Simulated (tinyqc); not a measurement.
Propagation of a band-gap error through k.p and effective-mass formulas, step by step. Values are carried at full precision from step to step, so a last printed digit may differ when a step is redone from the rounded ones.

Chain, for a gap E (the reference Eg or another value), with Ep and Dso kept: 1/me = 1 + Ep (E + 2 Dso/3)/(E (E + Dso)); g* = 2 - 2 Ep Dso/(3 E (E + Dso)); g1(E) = g1 + (Ep/3)(1/E - 1/Eg), g2(E) = g2 + (Ep/6)(1/E - 1/Eg), light hole 1/(g1 + 2 g2), heavy hole 1/(g1 - 2 g2) along [100]; optical constant ei(E) = 1 + (ei - 1)(EP/(EP + E - Eg))^2, static e0(E) = ei(E) + e0 - ei.

Constants: Ry = 13.60569312 eV; a0 (Bohr radius) = 0.5291772105 angstrom; kB = 8.617333262e-05 eV/K; hbar^2/2m0 = 3.80998211 eV angstrom^2.

Values chosen for the exercise (reference values near those of InAs, gap at low temperature; shifted at random, so the results belong to these values and not to a real crystal):
```
symbol  value  unit        meaning
Eg      0.419  eV          gap at Gamma to the s-like level
Dso     0.398  eV          spin-orbit splitting
Ep      21.3   eV          Kane energy
g1      19.96              Luttinger gamma1
g2      8.54               gamma2
e0      15.41              static dielectric constant
ei      12.17              optical dielectric constant
EP      4.73   eV          mean (Penn) gap
Eg2     0.344  eV          a wrong gap, of the size a hybrid functional can give
mh      0.6    m0          density-of-states mass of the holes
T       300    K           temperature
k       0.02   1/angstrom  wave vector
```

## Masses, g factor and screening for both gaps

Evaluate the chain at Eg and at Eg2.

Band values at the two gaps:
```
quantity      at Eg   at Eg2  ratio
me          0.02295  0.01929  0.841
g*           -14.51   -20.14      -
g1            19.96    23.65  1.185
g2            8.540    10.39  1.216
light hole  0.02700  0.02251  0.834
heavy hole   0.3472   0.3472  1.000
ei            12.17    12.53  1.030
e0            15.41    15.77  1.024
```

The gap is off by a factor of 0.82; the electron mass follows with 0.84 and the light hole with 0.83, while the heavy hole, which does not couple to the conduction level, keeps its value. The optical constant changes less, by +3 %, as it answers to the mean gap, which shifts by the same -0.08 eV on a base of 4.73 eV. g* moves by -5.63; remote bands, left out here, shift it by tenths or, where it is large, by some per cent.

## Binding energies and densities for both gaps

Donor: R = Ry me/e0^2, a_B = a0 e0/me, Mott density (0.26/a_B)^3. Nc, Nv = 2 (m kT/(4 pi c))^(3/2), c = hbar^2/2m0, ni = sqrt(Nc Nv) exp(-E/2kT). Exciton: Ry mu/e0^2 with 1/mu = 1/me + g1(E). 1 angstrom^-3 = 1e24 cm^-3.

Use the values of the table.

Results:
```
quantity                  at Eg     at Eg2  ratio
R (meV)                   1.315      1.055  0.802
a_B (angstrom)            355.4      432.8   1.22
Mott density (cm^-3)  3.916e+14  2.169e+14  0.554
Nc (cm^-3)            8.722e+16  6.722e+16  0.771
ni (cm^-3)            3.050e+14  1.142e+15   3.74
exciton (meV)            0.9017     0.7243  0.803
```

Power laws carry the error on: the donor energy (me/e0^2) by a factor of 0.802, the Mott density (cube of me/e0) by 0.554. ni, with its exponential, changes by a factor of 3.74, that is 0.6 decades.

## A scissor shift and what it does not mend

A rigid shift D = Eg - Eg2 of the conduction band restores the gap but leaves the curvature, so the mass stays me(Eg2); redoing the sum 1/m = 1 + Ep (E + 2 Dso/3)/(E (E + Dso)) with E = Eg and the same Ep gives another mass. For optics, eps2 at the edge goes as |p|^2/E^2: a rigid shift keeps the dipole elements p/E, while shifting the energies under unchanged p scales eps2 by (Eg2/Eg)^2.

shift D = 0.075 eV
mass under a rigid shift = 0.0193 m0
mass from the sum with the corrected gap = 0.0229 m0
factor on eps2 if p is left unscaled = 0.674

The rigid shift leaves the mass off by a factor of 0.84. The mass from the corrected gap is the reference me(Eg) here, because the exercise keeps Ep fixed; a real correction of the gap depends on k and changes Ep as well.

## Far from the edge the relative error shrinks

Two-level dispersion E(k) = sqrt(E^2/4 + Ep c k^2) - E/2 at k/4, k, 4k for both gaps, c = hbar^2/2m0.

Energies above the edge:
```
k (1/angstrom)  at Eg (eV)  at Eg2 (eV)  ratio
0.00500             0.0048       0.0058  1.212
0.02000             0.0668       0.0771  1.154
0.08000             0.5410       0.5689  1.052
```

The ratio tends to Eg/Eg2 = 1.22 at k = 0 and goes from 1.212 to 1.052: at large k both curves approach the same slope sqrt(Ep c), while their distance in eV grows towards |Eg - Eg2|/2.

## Checks

- Chain at E = Eg against the inputs g1, g2, ei, e0: they agree to 1e-10 or better.

(tinyqc, `OMP_NUM_THREADS=1 python tinyqc.py 1880247 1880248 out.jsonl`, Intel(R) Xeon(R) Processor @ 2.30GHz, 1 thread, shared host, about 0.01 s.)
